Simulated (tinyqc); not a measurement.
From results back to parameters: Koster-Slater impurity in an sp3s* host.

Problem. In the Koster-Slater model a defect shifts the s level of its site by Vs and the p levels by Vp; an A1 level solves 1/Vs = G_s(E) and a T2 level 1/Vp = G_p(E), E from the top of the valence band. A defect has an A1 level at E = 0.2943 eV, one of the energies of the table, and a T2 level at 2.0600 eV.

G(E) of the host (1/eV):
```
E (eV)         G_s         G_p
0.0000  -0.0734692   0.0102878
0.2943  -0.0926087  -0.0315442
0.5886  -0.1149724  -0.0618294
0.8829  -0.1423629  -0.0906521
1.1772  -0.1776878  -0.1223369
1.4714  -0.2263213  -0.1621921
1.7657  -0.2999898  -0.2217330
2.0600  -0.4327521  -0.3424224
2.3543  -0.8616277  -1.1406700
```

Find: Vs, Vp.

Solution. Read G_s and G_p at the two energies and invert them. Vs is attractive and pulls its level down from the conduction bands. Vp is attractive and pulls its level down from the conduction bands.

Vs, Vp (eV): -10.8  -2.9

Run: tinyqc, `OMP_NUM_THREADS=1 python tinyqc.py 1482690 1482691 out.jsonl`; Intel(R) Xeon(R) Processor @ 2.30GHz, one thread, shared host; about 0.04 s of CPU time with all checks.
